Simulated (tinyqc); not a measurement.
# Changing the screening length lambda

Model: Landau-Devonshire theory of a uniaxial ferroelectric. Computed by tinyqc, a small Python program. Command: `OMP_NUM_THREADS=1 python tinyqc.py 3024369 3024370 out.jsonl ferro sweep`. One thread of a shared host (Intel(R) Xeon(R) Processor @ 2.30GHz), about 0.01 s of CPU time with the checks.

G(P) = (alpha/2) P^2 + (beta*/4) P^4 + (gamma/6) P^6 - E P per volume, SI units, one domain, P along the polar axis.

Inputs (values chosen for the exercise, modelled on barium titanate): alpha_0 = 646000 J m/(C^2 K); Curie-Weiss temperature T0 = 381 K; beta = -8.15e+08 J m^5/C^4; gamma = 1.68e+10 J m^9/C^6; temperature T = 335 K; film thickness d = 3.3 nm; background permittivity eps_b = 7.

Sample: free crystal.

Constants: eps_0 = 8.8541878128e-12 F/m.

Method:
- alpha = alpha_0 (T - T0*), T0* = T0, beta* = beta.
- Between shorted electrodes with screening length lambda each, the depolarising field is -k P, k = 2 lambda/(eps_0 (d + 2 lambda eps_b)), so alpha turns into alpha + k.
- Ps^2 = [-beta* + sqrt(beta*^2 - 4 alpha gamma)]/(2 gamma).
- The polar state is the lowest uniform state while alpha + k < 0 (beta* > 0) or < 3 beta*^2/(16 gamma) (beta* < 0); setting the equality gives the critical thickness d_c.

One run for each value; columns: (1) screening length lambda (nm); (2) critical thickness d_c (nm); (3) depolarising coefficient k (J m/C^2); (4) polarisation of the film (microcoulomb/cm^2); (5) size of the depolarising field (MV/m):
```
(1)        (2)         (3)  (4)  (5)
0.0010    6.07  6.8160e+07    0    0
0.0019   11.53  1.2901e+08    0    0
0.0037   22.46  2.4935e+08    0    0
0.0072   43.70  4.7823e+08    0    0
0.0140   84.98  9.0456e+08    0    0
0.0270  163.88  1.6582e+09    0    0
0.0520  315.62  2.9161e+09    0    0
0.1000  606.97  4.8060e+09    0    0
```

Over the rows, critical thickness d_c (nm) rises from 6.07 to 607 (exponent d ln y / d ln x about 1.0 throughout); depolarising coefficient k (J m/C^2) rises from 6.82e7 to 4.81e9 (exponent d ln y / d ln x 0.99 between the first rows and 0.76 between the last); polarisation of the film (microcoulomb/cm^2) does not change. The exponent of critical thickness d_c stays at 1: k depends on lambda/d.

Extremes, crossings and ranges named in words are read from the listed rows.
